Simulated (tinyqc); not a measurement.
RKS/exchange-only LDA in the 6-31g basis, for He, spin multiplicity 1, step by step. One step of it, computed by the program tinyqc.

Problem. Iteration 9 (converged): orbitals. Diagonalise F' = X^T F X, C = X C', fill 1 alpha and 1 beta electrons from the bottom; D = 2 C_occ C_occ^T. Each column has its largest component positive (the first on a tie).

converged F (hartree):
```
           1He 1s     1He 2s
1He 1s  -0.216795  -0.615882
1He 2s  -0.615882  -0.182397
```

X:
```
                1         2
1He 1s   1.169047  0.553145
1He 2s  -1.169047  0.553145
```

Give: F' = X^T F X; orbital energies; coefficients C; D after iteration 9.

Solution.

F' = X^T F X (hartree):
```
        1       2
1   1.138  -0.022
2  -0.022  -0.499
```

orbital energies (hartree): MO1 -0.499, MO2 1.138

coefficients C:
```
          MO1     MO2
1He 1s  0.569  -1.161
1He 2s  0.537   1.176
```

D after iteration 9:
```
        1He 1s  1He 2s
1He 1s   0.647   0.611
1He 2s   0.611   0.577
```
